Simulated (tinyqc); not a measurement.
# Hot electrons in a saturated n-channel MOSFET, lucky-electron model, step by step

tinyqc, about 0.01 s, one thread, Intel Xeon 2.30GHz (shared host): `OMP_NUM_THREADS=1 python tinyqc.py 2550162 2550163 out.jsonl` Printed values are rounded.

Beyond pinch-off the lateral field grows as Esat cosh(y/l) over the velocity-saturated region (pseudo-two-dimensional model). Impact ionisation in this region gives the substrate current, which biases the body forward through Rsub. Currents are per width. Local-field laws: they overstate ionisation when the field peak is narrower than an energy relaxation length.

Inputs (values chosen for the exercise); values close to those of silicon n-channel devices:
```
symbol,value,unit,meaning
L,1.2,um,channel length
tox,26,nm,oxide thickness
xj,460,nm,junction depth
VT,0.57,V,threshold
mu,300,cm^2/(V s),effective mobility
vs,9.1e6,cm/s,saturation velocity
Ai,2e6,1/cm,ionisation prefactor
Bi,1.83,MV/cm,ionisation field
Rd,0,ohm um,resistance of the lightly doped drain
Rsub,25000,ohm um,substrate resistance
kb,0.38,,fall of VT per volt of forward body bias
lm,7.7,nm,hot-electron mean free path
pb,3.2,V,oxide barrier
Cg,0.0013,,prefactor of the gate current
m,2.9,,lifetime exponent
Hl,1300,s uA/um,lifetime constant
Vd,4.9,V,drain voltage
Vg,3,V,gate voltage
```

Constants: eps0 = 8.8541878128e-14 F/cm where lengths are in cm. Results are converted to the units shown.

## Length and field scales

Cox = 3.9 eps0/tox, l = sqrt(3 tox xj), Esat = 2 vs/mu.

Cox = 0.1328128 uF/cm^2
l = 189.4202 nm
Esat = 0.06066667 MV/cm
Esat L = 7.28 V

## Iteration 1: body bias from the substrate current

Vb at the start = 0 V

Cox = 3.9 eps0/tox. Overdrive g = Vg - VT + kb Vb; Vdsat = g Esat L/(g + Esat L); Id = Cox vs (g - Vdsat); dV = Vd - Id Rd - Vdsat; Em = sqrt((dV/l)^2 + Esat^2); Isub = Id (Ai/Bi) l Em exp(-Bi/Em). Vb(new) = Rsub Isub.

Vdsat = 1.821874 V
Id = 73.49786 uA/um
dV = 3.078126 V
Em = 0.1734575 MV/cm
Isub = 0.006912078 uA/um
Vb after iteration 1 = 1.728019e-4 V

## Iteration 2: body bias from the substrate current

As before.

Vdsat = 1.821911 V
Id = 73.50134 uA/um
dV = 3.078089 V
Em = 0.1734557 MV/cm
Isub = 0.006911564 uA/um
Vb after iteration 2 = 1.727891e-4 V

## Course of the iteration: body bias from the substrate current

Stop when Vb changes by less than 1e-9 V, or after 60 iterations.

Course of the iteration:
```
iteration       Vb (V)  |change| (V)
1          1.728019e-4       1.73e-4
2          1.727891e-4       1.28e-8
3          1.727891e-4      9.53e-13
```

Converged in 3 iterations. The change falls from 1.7e-4 in the first iteration to below the tolerance in the last.

## Gate current, lifetime and channel shortening

Id = 73.50134 uA/um
dV = 3.078089 V
Em = 0.1734557 MV/cm
Isub = 0.006911564 uA/um

Ig = Cg Id exp(-pb/(lm Em)); lifetime tau = (Hl/Id)(Isub/Id)^(-m); length of the saturated region dL = l ln[(dV/l + Em)/Esat]. 1 year = 3.15576e7 s.

Isub/Id = 9.403318e-5
Ig = 3.757768e-6 pA/um
tau = 2.667036e5 years
dL = 324.2090 nm

The lifetime exceeds ten years. Integrating Ai exp(-Bi/E) over the cosh profile gives Isub/Id = 9.36e-5, so the closed form is 0.50 % above it.
